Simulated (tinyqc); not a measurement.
# p-i-n power rectifier, conductivity modulation at high injection: two studies

A drift layer from x = -d to d (2 d = W) between ideal p+ and n+ emitters (no recombination in them). High injection, n = p, ambipolar diffusion with one lifetime; both mobilities scale as (T/300 K)^(-bt).

Parameters, values chosen for the exercise; bulk values close to those of 4H silicon carbide:

| symbol | value | unit | meaning |
|---|---|---|---|
| T | 450 | K | temperature |
| eps_r | 9.48 |  | relative permittivity |
| Kc | 23600 | V/cm per (cm^-3)^(1/8) | critical-field constant |
| BV | 2400 | V | rated breakdown voltage of the drift layer |
| mud | 818 | cm^2/(V s) | drift mobility at 300 K |
| bt | 2.5 |  | temperature exponent of the drift mobility |
| mup | 110 | cm^2/(V s) | hole mobility at 300 K |
| Eg | 3.27 | eV | band gap |
| Nc | 3.12e19 | cm^-3 | conduction-band density of states at T |
| Nv | 4.59e19 | cm^-3 | valence-band density of states at T |
| J | 200 | A/cm^2 | forward current density |
| a | 85 | A/(cm^2 us) | ramp rate of the current at turn-off |
| tau | 1.5e-7 | s | high-level lifetime |

Constants: q = 1.602176634e-19 C, kB = 1.380649e-23 J/K, Vt = kB T/q, eps0 = 8.8541878128e-14 F/cm where lengths are in cm. Results are converted to the units shown.

Each table varies one quantity; the others keep the values above.

## Forward voltage and stored charge against the high-level lifetime

Triangular field at breakdown with Ec = Kc N^(1/8): BV = eps0 eps_r Ec^2/(2 q N), so N = (eps0 eps_r Kc^2/(2 q BV))^(4/3); W = 2 BV/Ec; mu = mud (T/300 K)^(-bt); rho = 1/(q mu N); ideal resistance rho W. Da = 2 mun mup Vt/(mun + mup), La = sqrt(Da tau), B = (mun - mup)/(mun + mup) with mun = mud (T/300 K)^(-bt), mup likewise; n(x) = (tau J/(2 q La)) [cosh(x/La)/sinh(d/La) - B sinh(x/La)/cosh(d/La)]. Ohmic drop: integral of J/(q (mun + mup) n); diffusion (Dember) drop Vt B ln(n(-d)/n(d)); both junctions together Vt ln(n(-d) n(d)/ni^2), ni = sqrt(Nc Nv) exp(-Eg/(2 Vt)), Eg in volts; V_F = the sum; stored charge q times the integral of n. Integrals on a fine grid. Peak reverse current if all stored charge left in a linear ramp without recombination (an upper bound): sqrt(2 a Q). Rows where n falls below the doping are left out.

The same in every row: J rho W (V) = 1.805.

Forward voltage and stored charge against the high-level lifetime:

| tau (s) | d/La | drift drop, ohmic and diffusion (V) | junction drops (V) | V_F (V) | Q (uC/cm^2) | sqrt(2 a Q) (A/cm^2) | lowest n over N |
|---|---|---|---|---|---|---|---|
| 5.4e-8 | 2.878 | 0.6746 | 2.768 | 3.442 | 10.80 | 42.85 | 1.254 |
| 1.1e-7 | 2.017 | 0.2629 | 2.803 | 3.066 | 22.00 | 61.16 | 4.462 |
| 2.4e-7 | 1.365 | 0.1147 | 2.851 | 2.966 | 48.00 | 90.33 | 14.58 |
| 4.9e-7 | 0.9555 | 0.05875 | 2.901 | 2.959 | 98.00 | 129.1 | 38.22 |
| 1e-6 | 0.6689 | 0.03069 | 2.952 | 2.982 | 200.0 | 184.4 | 91.24 |
| 2.2e-6 | 0.4509 | 0.01475 | 3.009 | 3.024 | 440.0 | 273.5 | 220.9 |
| 4.5e-6 | 0.3153 | 0.007442 | 3.063 | 3.070 | 900.0 | 391.2 | 472.2 |

V_F goes from 3.44 through a minimum of 2.96 (at tau = 4.9e-7 among the rows listed) to 3.07 V; the drift drop falls from 0.675 to 0.00744 V and the junction drops rise from 2.77 to 3.06 V. The minimum falls at d/La = 0.96: a short lifetime starves the middle of the layer, a long one raises the edge densities and with them the junction drops. Where n exceeds a few 1e17 cm^-3, emitter and Auger recombination, left out here, lower n and change V_F.

## Forward voltage and stored charge against the rated breakdown voltage of the drift layer

Same model as above.

Forward voltage and stored charge against the rated breakdown voltage of the drift layer:

| BV (V) | d/La | drift drop, ohmic and diffusion (V) | junction drops (V) | V_F (V) | Q (uC/cm^2) | sqrt(2 a Q) (A/cm^2) | lowest n over N | J rho W (V) |
|---|---|---|---|---|---|---|---|---|
| 600 | 0.3427 | 0.008740 | 2.925 | 2.934 | 30.00 | 71.41 | 12.40 | 0.05639 |
| 830 | 0.5004 | 0.01794 | 2.898 | 2.916 | 30.00 | 71.41 | 12.38 | 0.1269 |
| 1200 | 0.7693 | 0.03961 | 2.869 | 2.908 | 30.00 | 71.41 | 11.58 | 0.3190 |
| 1600 | 1.076 | 0.07307 | 2.847 | 2.920 | 30.00 | 71.41 | 10.18 | 0.6549 |
| 2200 | 1.560 | 0.1499 | 2.826 | 2.976 | 30.00 | 71.41 | 7.960 | 1.452 |
| 3100 | 2.328 | 0.3739 | 2.811 | 3.184 | 30.00 | 71.41 | 5.218 | 3.422 |
| 4300 | 3.410 | 1.169 | 2.806 | 3.975 | 30.00 | 71.41 | 2.653 | 7.754 |

V_F goes from 2.93 through a minimum of 2.91 (at BV = 1200 among the rows listed) to 3.97 V; the drift drop rises from 0.00874 to 1.17 V and the junction drops fall from 2.92 to 2.81 V. The unipolar drop J rho W is below V_F for BV up to 2200.

Program tinyqc, `OMP_NUM_THREADS=1 python tinyqc.py 2230114 2230115 out.jsonl`; Intel Xeon 2.30GHz, shared host, one thread, about 0.01 s.
